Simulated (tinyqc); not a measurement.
Inside a calculation. Method: one-electron ion in a basis of Gaussians. Computed by tinyqc, a small Python program that keeps every step. Settings: Z = 4, l = 1. Command: `OMP_NUM_THREADS=1 python tinyqc.py 27275 27276 out.jsonl` (the two numbers bound the seeds that draw the settings). One thread of a shared host (Intel(R) Xeon(R) Processor @ 2.60GHz), about 0.01 s of CPU time with the checks.

## Matrices over normalised Gaussians

exponents of r^l exp(-a r^2) (1/bohr^2): [0.14840, 0.66150, 2.94800, 13.14000, 58.54000, 260.90000, 1163.00000]

Z = 4

l = 1

With p = a_i + a_j and I(k) = Gamma((k+1)/2) / (2 p^((k+1)/2)): S = I(2l+2), T = (2l+3) a_i a_j S / p, V = -Z I(2l+1), each divided by sqrt(S_ii S_jj).

S:
```
[[1.00000, 0.52656, 0.11930, 0.02025, 0.00320, 0.00050, 0.00008],
 [0.52656, 1.00000, 0.52666, 0.11931, 0.02026, 0.00320, 0.00050],
 [0.11930, 0.52666, 1.00000, 0.52659, 0.11935, 0.02026, 0.00320],
 [0.02025, 0.11931, 0.52659, 1.00000, 0.52679, 0.11936, 0.02026],
 [0.00320, 0.02026, 0.11935, 0.52679, 1.00000, 0.52664, 0.11929],
 [0.00050, 0.00320, 0.02026, 0.11936, 0.52664, 1.00000, 0.52655],
 [0.00008, 0.00050, 0.00320, 0.02026, 0.11929, 0.52655, 1.00000]]
```

T (hartree):
```
[[0.37100, 0.31912, 0.08428, 0.01486, 0.00237, 0.00037, 0.00006],
 [0.31912, 1.65375, 1.42269, 0.37569, 0.06627, 0.01055, 0.00164],
 [0.08428, 1.42269, 7.37000, 6.33963, 1.67488, 0.29533, 0.04701],
 [0.01486, 0.37569, 6.33963, 32.85000, 28.26573, 7.46625, 1.31623],
 [0.00237, 0.06627, 1.67488, 28.26573, 146.35000, 125.89769, 33.24230],
 [0.00037, 0.01055, 0.29533, 7.46625, 125.89769, 652.25000, 561.03223],
 [0.00006, 0.00164, 0.04701, 1.31623, 33.24230, 561.03223, 2907.50000]]
```

V (hartree):
```
[[-1.63929, -1.42591, -0.63166, -0.22212, -0.07371, -0.02412, -0.00787],
 [-1.42591, -3.46102, -3.01076, -1.33368, -0.46915, -0.15563, -0.05093],
 [-0.63166, -3.01076, -7.30638, -6.35548, -2.81607, -0.99036, -0.32849],
 [-0.22212, -1.33368, -6.35548, -15.42540, -13.42032, -5.94576, -2.09074],
 [-0.07371, -0.46915, -2.81607, -13.42032, -32.55856, -28.32231, -12.54509],
 [-0.02412, -0.15563, -0.99036, -5.94576, -28.32231, -68.73467, -59.78704],
 [-0.00787, -0.05093, -0.32849, -2.09074, -12.54509, -59.78704, -145.12046]]
```

## Generalised eigenproblem

H = T + V (hartree):
```
[[-1.26829, -1.10679, -0.54739, -0.20726, -0.07134, -0.02376, -0.00781],
 [-1.10679, -1.80727, -1.58807, -0.95799, -0.40288, -0.14508, -0.04929],
 [-0.54739, -1.58807, 0.06362, -0.01584, -1.14119, -0.69503, -0.28149],
 [-0.20726, -0.95799, -0.01584, 17.42460, 14.84541, 1.52048, -0.77451],
 [-0.07134, -0.40288, -1.14119, 14.84541, 113.79144, 97.57538, 20.69720],
 [-0.02376, -0.14508, -0.69503, 1.52048, 97.57538, 583.51533, 501.24520],
 [-0.00781, -0.04929, -0.28149, -0.77451, 20.69720, 501.24520, 2762.37954]]
```

Solve H C = S C e through S^(-1/2); each column has its largest component positive (the first on a tie).

eigenvalues of S: [0.18435, 0.29408, 0.49971, 0.82308, 1.26323, 1.76021, 2.17534]

eigenvalues (hartree): [-1.98995, -0.87158, 2.18430, 25.13326, 145.23175, 719.44419, 3444.59298]

coefficients:
```
[[0.16182, 1.12655, 0.39862, -0.10106, 0.03344, -0.01209, 0.00445],
 [0.77336, -0.57745, -1.02834, 0.32989, -0.10952, 0.03946, -0.01452],
 [0.22017, -0.15960, 1.16689, -0.83200, 0.29839, -0.10658, 0.03900],
 [0.01686, -0.01031, 0.00387, 1.25306, -0.76432, 0.28376, -0.10247],
 [0.00186, -0.00131, 0.01094, -0.07106, 1.26951, -0.73468, 0.27162],
 [0.00006, -0.00002, -0.00073, 0.01369, -0.09942, 1.26793, -0.70274],
 [0.00002, -0.00001, 0.00016, -0.00150, 0.01349, -0.09739, 1.20665]]
```

For Z = 4 and l = 1 the exact lowest level is -Z^2/(2 n^2) with n = l + 1: -2.000000 hartree.
